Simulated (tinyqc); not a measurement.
Worked calculation: plane-wave Kohn-Sham cycle with exchange-only LDA in a layered model solid. One step of it, computed by the program tinyqc.

Problem. Iteration 1: levels at that k. Diagonalise the Hermitian matrix.

H (hartree), lower triangle:
```
,-3,-2,-1,+0,+1,+2,+3
-3,6.434183
-2,-0.190000,2.413068
-1,0.000000,-0.190000,0.179115
+0,0.000000,0.000000,-0.190000,-0.267676
+1,0.000000,0.000000,0.000000,-0.190000,1.072696
+2,0.000000,0.000000,0.000000,0.000000,-0.190000,4.200230
+3,0.000000,0.000000,0.000000,0.000000,0.000000,-0.190000,9.114927
```

Give: eigenvalues.

Solution.

eigenvalues (hartree): -0.361  0.229  1.088  2.420  4.204  6.443  9.122
